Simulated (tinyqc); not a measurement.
Comparisons within one model: recursion (Haydock) method for the local density of states: bulk site of a square lattice. A value that a table varies takes the place of the one given here.

One orbital a site at energy 0, hopping -t to the 4 nearest neighbours of a square lattice; the start u0 is a site in the bulk, with energy V. Recursion: a_n = <u_n|H|u_n>, b_(n+1) u_(n+1) = (H - a_n) u_n - b_n u_(n-1), b > 0. G(z) = 1/(z - a0 - b1^2/(z - a1 - b2^2/(...))), z = E + i eta. After n levels the tail is b_n^2 T with the square-root terminator T = (z - sqrt(z - 2b) sqrt(z + 2b))/(2 b^2), b = 2t so that the band edges lie at -/+ 4t.

Reference: the closed form for a chain (bulk 1/sqrt(z^2 - 4t^2), end site (z - sqrt(z^2 - 4t^2))/(2t^2)), averaged over 400 points (j + 1/2) pi/400 in each remaining direction with z shifted by 2t cos k, then G/(1 - V G).

Values chosen for the exercise:
```
symbol  value  unit  meaning
t       0.91   eV    hopping
V       0      eV    shift of the starting site
eta     0.046  eV    broadening
n       4            levels kept
E       1.82   eV    energy
```

## How many levels, and whether to terminate

Energies as fractions of the half width 4t.

Density (1/eV):
```
fraction  E (eV)  2 levels  4 levels  7 levels  7, no terminator  reference
-1.10     -4.004    0.0039    0.0039    0.0039            0.0038     0.0039
-0.90     -3.276    0.0913    0.0854    0.0871            0.0269     0.0891
-0.60     -2.184    0.1059    0.1101    0.1096            0.0133     0.1105
-0.35     -1.274    0.1518    0.1355    0.1349            0.1814     0.1380
-0.15     -0.546    0.1979    0.2016    0.1923            0.0207     0.1832
0.00       0.000    0.2135    0.2392    0.2599            2.1918     0.3205
0.15       0.546    0.1979    0.2016    0.1923            0.0207     0.1832
0.35       1.274    0.1518    0.1355    0.1349            0.1814     0.1380
0.60       2.184    0.1059    0.1101    0.1096            0.0133     0.1105
0.90       3.276    0.0913    0.0854    0.0871            0.0269     0.0891
1.10       4.004    0.0039    0.0039    0.0039            0.0038     0.0039
```

Largest errors against the reference: 0.1070 (2 levels), 0.0813 (4), 0.0606 (7) and 1.871 without terminator, which leaves seven broadened spikes in place of a band. With seven levels the error is largest at E = 0.00 eV, at or next to a van Hove point of the lattice, which makes the b_n oscillate and converges last.

## What each setting does

G at z = E + i eta with n levels and terminator. Each row changes one parameter from the base and keeps the others.

Results:
```
case            Re G (1/eV)  density (1/eV)
base                 0.2854          0.1148
t = 1.001 eV         0.2631          0.1080
V = 0.5 eV           0.2341          0.1495
n = 5                0.2782          0.1178
E = 2 eV             0.2847          0.1119
eta = 0.092 eV       0.2824          0.1149
```

The largest shifts from the base row, up to three for each result and ties (the steps differ in size, so this ranks the rows, not the parameters). Re G (1/eV): V -0.0513, t -0.0222, n -0.0072. density (1/eV): V +0.0348, t -0.0068, n +0.0030.

tinyqc: `OMP_NUM_THREADS=1 python tinyqc.py 1452618 1452619 out.jsonl`; about 0.01 s, one thread, shared Intel(R) Xeon(R) Processor @ 2.30GHz.
